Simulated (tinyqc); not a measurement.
Inputs raised by 2 %, one at a time: oxidation of curved silicon (wires and holes): cylindrical Deal-Grove kinetics with stress-retarded reaction. Computed by tinyqc, a small Python program. Command: `OMP_NUM_THREADS=1 python tinyqc.py 3021036 3021037 out.jsonl wireox sens`. One thread of a shared host (Intel(R) Xeon(R) Processor @ 2.30GHz), about 0.05 s of CPU time with the checks.

Silicon fills r > a and oxide b < r < a. One volume of silicon gives 2.25 volumes of oxide, and the length is fixed.

Inputs (values chosen for the exercise, close to those used for silicon in dry oxygen):
```
quantity                       value        unit
prefactor B0                     714      um^2/h
activation energy E_B           1.24          eV
prefactor (B/A)0            4.62e+06        um/h
activation energy E_A           1.99          eV
starting silicon radius a0        25          nm
starting oxide x_i                 2          nm
viscosity prefactor eta0     5.3e-09        Pa s
viscosity energy E_eta          5.55          eV
critical shear stress s_c         71         MPa
activation volume V_k            5.4  angstrom^3
temperature T                   1000           C
time t                          0.29           h
```

Shape: hole (concave).

Constants: k_B = 8.617333262e-05 eV/K.

Method:
- B = B0 exp(-E_B/(k_B T)), B/A = (B/A)0 exp(-E_A/(k_B T)), eta = eta0 exp(E_eta/(k_B T)); 1 um = 1000 nm.
- Temperatures in kelvin are T(C) + 273.15.
- Geometry: b^2 = b0^2 - 1.25 (a^2 - a0^2), b0 = a0 - x_i.
- Rate of oxide made per interface area: q = 1/[1/k + 2 a |ln(b/a)|/B], and |da/dt| = q/2.25. Reaction k = (B/A) exp(-sigma V_k/(k_B T)). New oxide pushes the old with radial speed u = 1.25 |da/dt| at r = a; the shear stress at radius r is s_c asinh(z a^2/r^2), z = 2 eta u/(a s_c) (Eyring flow), and the compressive normal stress at the interface is sigma = |int_a^b 2 s/r dr| = s_c |F(z) - F(z a^2/b^2)|, F(y) = int_0^y asinh(w)/w dw. q and sigma are solved together. 1 MPa angstrom^3 = 6.241509e-6 eV.
- Integrate da/dt adaptively (tolerance 1e-8); a wire counts as consumed at a = 0.5 nm and a hole as closed at b = 0.5 nm. Planar reference: x^2 + A x = B t + x_i^2 + A x_i, A = B/(B/A).

Runs; columns: (1) input moved; (2) from; (3) to; (4) oxide thickness (nm); (5) silicon radius a (nm); (6) normal stress at time t (MPa); (7) ratio to the planar thickness:
```
(1)                                     (2)      (3)     (4)     (5)     (6)     (7)
base run                                  -        -  19.980  30.875  1062.6  1.1331
prefactor (B/A)0 (um/h)             4620000  4712400  20.310  30.947  1093.3  1.1357
prefactor B0 (um^2/h)                   714   728.28  20.032  30.886  1067.8  1.1339
starting silicon radius a0 (nm)          25     25.5  19.898  31.403  1018.7  1.1284
critical shear stress s_c (MPa)          71    72.42  19.937  30.865  1076.6  1.1307
activation volume V_k (angstrom^3)      5.4    5.508  19.930  30.864  1057.7  1.1303
time t (h)                             0.29   0.2958  20.373  30.960  1096.6  1.1370
```

Exponents ln(y'/y) / ln(x'/x):
```
input                       oxide thickness  silicon radius a  normal stress at time t  ratio to the planar thickness
prefactor (B/A)0                      0.829             0.118                    1.438                          0.119
prefactor B0                          0.132             0.019                    0.244                          0.036
starting silicon radius a0           -0.207             0.857                   -2.131                         -0.207
critical shear stress s_c            -0.107            -0.015                    0.661                         -0.107
activation volume V_k                -0.125            -0.018                   -0.232                         -0.125
time t                                0.984             0.140                    1.589                          0.174
```

Among the inputs moved here: oxide thickness answers most in size to time t (exponent +0.984), next to prefactor (B/A)0 (+0.829). Silicon radius a answers most in size to starting silicon radius a0 (exponent +0.857), next to time t (+0.140). Normal stress at time t answers most in size to starting silicon radius a0 (exponent -2.131), next to time t (+1.589). Ratio to the planar thickness answers most in size to starting silicon radius a0 (exponent -0.207), next to time t (+0.174).

Caution (all rows): planar dry oxides this thin grow faster than Deal-Grove predicts. Caution (all rows): the oxide is taken as a purely viscous fluid in steady flow; elasticity, stress-dependent diffusion and thin-oxide enhancement are left out.
